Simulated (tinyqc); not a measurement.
# Worked calculation: threshold-voltage variability of a planar MOSFET, analytic estimates

Program tinyqc, `OMP_NUM_THREADS=1 python tinyqc.py 2090142 2090143 out.jsonl`; Intel Xeon 2.30GHz, shared host, one thread, about 0.02 s. Printed values are rounded.

Three independent sources add in quadrature: random dopants in the depleted layer, metal-gate grains of two orientations, and roughness of the two gate edges acting through the roll-off VT = VT(long) - Vr exp(-L/l). These are first-order estimates: no three-dimensional electrostatics, no percolation.

Inputs (values chosen for the exercise); material values close to those of silicon: temperature T = 325 K; band gap Eg = 1.12 eV; relative permittivity of the semiconductor eps_r = 11.6; conduction-band density of states at T Nc = 3.2e19 cm^-3; valence-band density of states at T Nv = 2.94e19 cm^-3; channel doping Na = 7.3e17 cm^-3; oxide-equivalent thickness in inversion ti = 1.1 nm; gate length L = 20 nm; gate width W = 82 nm; metal grain size G = 5 nm; work-function difference of the two grain orientations dW = 0.2 eV; share of the orientation of higher work function p = 0.3; rms roughness of one gate edge De = 1.8 nm; correlation length of the roughness La = 30 nm; decay length of the threshold roll-off l = 4 nm; prefactor of the roll-off Vr = 2.8 V; subthreshold factor n = 1.38; gm/I of a matched pair gI = 8 1/V; spread of the gain factor of one device sb = 2.7 %; number of cells Nb = 65536; wanted yield Y = 0.973.

Constants: q = 1.602176634e-19 C, kB = 1.380649e-23 J/K, Vt = kB T/q, eps0 = 8.8541878128e-14 F/cm where lengths are in cm. Results are converted to the units shown.

Range of the model: The depletion depth exceeds L, so source and drain share much of the charge and the dopant estimate is rough.

## Random dopants

ni = sqrt(Nc Nv) exp(-Eg/(2 Vt)), Eg in volts; Cox = 3.9 eps0/ti; Wd = sqrt(4 eps0 eps_r Vt ln(Na/ni)/(q Na)); dopants: s1 = (q/Cox) sqrt(Na Wd/(3 L W)). The slope A1 = s1 sqrt(L W); mean number of dopants Na L W Wd.

Cox = 3.139212 uF/cm^2
Wd = 39.99175 nm
mean number of dopants = 47.87812
A1 = 0.5034725 mV um
s1 = 12.43237 mV

Counting alone, 1/sqrt(N) of the depletion voltage q Na Wd/Cox = 149 mV, would give sqrt(3) times more: dopants deep in the layer act less on the surface.

## Metal grains and edge roughness

Grains: Ng = L W/G^2 (at least 1), s2 = dW sqrt(p (1 - p)/Ng). Edges, with exponential correlation and u = W/La: the mean gate length has sL^2 = 2 De^2 (2/u)[1 - (1 - exp(-u))/u]; s3 = sL (Vr/l) exp(-L/l).

Ng = 65.6
s2 = 11.31586 mV
sL = 1.766222 nm
dVT/dL = 4.716563 mV/nm
s3 = 8.330497 mV

## Total spread, mismatch and leakage

s = sqrt(s1^2 + s2^2 + s3^2). For a pair: s(dVT) = sqrt(2) s; current mismatch sqrt(2) sqrt((gI s)^2 + sb^2); input offset = current mismatch/gI. For a Gaussian VT the off current is log-normal with mean/median = exp(s^2/(2 (n Vt)^2)).

s = 18.76192 mV
s(dVT) = 26.53336 mV
current mismatch = 21.56739 %
input offset = 26.95924 mV
mean/median of Ioff = 1.125052

The dopants give 43.9 % of the variance; without them s would be 14.1 mV.

## Iteration 1: margin in standard deviations for the wanted yield

k at the start = 2

Cells fail independently with probability Q(k) = erfc(k/sqrt(2))/2 when the margin is k standard deviations, and Y = exp(-Nb Q(k)). phi = exp(-k^2/2)/sqrt(2 pi). Newton steps on ln Q(k) = ln(-ln(Y)/Nb): k(new) = k + [ln Q - ln(-ln(Y)/Nb)] Q/phi.

Q(k) = 0.02275013
phi = 0.05399097
k after iteration 1 = 6.595215

## Iteration 2: margin in standard deviations for the wanted yield

As before.

Q(k) = 2.123206e-11
phi = 1.431159e-10
k after iteration 2 = 5.128438

## Course of the iteration: margin in standard deviations for the wanted yield

Stop when k changes by less than 1e-9, or after 30 iterations.

Course of the iteration:
```
iteration	k	|change|
1	6.595215	4.60
2	5.128438	1.47
3	4.930634	0.198
4	4.926935	3.70e-3
5	4.926933	1.29e-6
6	4.926933	< 1e-12
```

Converged in 6 iterations. At the end the number of correct digits about doubles with each step. With s(dVT) = 26.5 mV, 4.93 standard deviations are 131 mV.
